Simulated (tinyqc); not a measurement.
From results back to parameters: Bethe-Salpeter matrix of a two-band chain (Tamm-Dancoff form). Five cases, with inputs chosen for the exercise.

Problem. Free pairs form the band Eg + 2t (1 - cos k). An infinite chain with attraction U in the same cell only has a bound pair with binding Eb = S - 2t and weight f = U/S at R = 0, where S = sqrt(4 t^2 + U^2). Both were computed from hidden U and t.

Find: S; U; t.

Method. 2t = S sqrt(1 - f^2), so S = Eb/(1 - sqrt(1 - f^2)) and U = f S.

Case 1.

Eb = 0.345951 eV
f = 0.760687

Solution.

S = 0.986 eV
U = 0.75 eV
t = 0.32 eV

Case 2.

Eb = 0.506944 eV
f = 0.578825

Solution.

S = 2.747 eV
U = 1.59 eV
t = 1.12 eV

Case 3.

Eb = 0.317972 eV
f = 0.484639

Solution.

S = 2.538 eV
U = 1.23 eV
t = 1.11 eV

Case 4.

Eb = 0.125466 eV
f = 0.356868

Solution.

S = 1.905 eV
U = 0.68 eV
t = 0.89 eV

Case 5.

Eb = 0.287116 eV
f = 0.513044

Solution.

S = 2.027 eV
U = 1.04 eV
t = 0.87 eV

Computed by tinyqc, one run a case: `OMP_NUM_THREADS=1 python tinyqc.py N N+1 out.jsonl` with N = 1251608, 1251645, 1251663, 1251671, 1251716; one thread of a shared Intel(R) Xeon(R) Processor @ 2.30GHz, about 0.1 s a run at most.
